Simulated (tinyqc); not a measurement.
## Coupling ratio and rate constant from the late transient

Problem. Long after the knee a floating-gate cell follows U = Vg - (tox/ag) B/ln(K t). Find K and ag.

Parameters, values chosen for the exercise:

| symbol | value | unit | meaning |
|---|---|---|---|
| tox | 8.6 | nm | tunnel oxide thickness |
| Vg | 17.3 | V | control-gate voltage |

U at t = 0.0002 and 0.02 s (V): 3.0862556  5.3133388
B = 25.808222 V/nm

Answer. 1/(Vg - U) is linear in ln t; the ratio of the two values gives ln(K t_a), and either value gives ag.

K = 2.907e14 1/s
ag = 0.6300

Program tinyqc, `OMP_NUM_THREADS=1 python tinyqc.py 2130105 2130106 out.jsonl`; Intel Xeon 2.30GHz, shared host, one thread, about 0.02 s.
